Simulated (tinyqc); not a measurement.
## Mean barrier and spread from two temperatures

Problem. For a Gaussian spread of Schottky barriers the apparent height is phi_ap = phi - sg^2/(2 Vt), Vt = kB T/q. Find sg and phi.

Constants: q = 1.602176634e-19 C, kB = 1.380649e-23 J/K. Results are converted to the units shown.

phi_ap(0) at 200 and 300 K (eV): 1.0197683  1.0631789

Solution. phi_ap is linear in 1/(2 Vt) with slope -sg^2 and intercept phi.

sg = 0.0670 eV
phi = 1.15 eV

Numbers from tinyqc (`OMP_NUM_THREADS=1 python tinyqc.py 2640057 2640058 out.jsonl`; about 0.01 s on one thread of a shared Intel Xeon 2.30GHz).
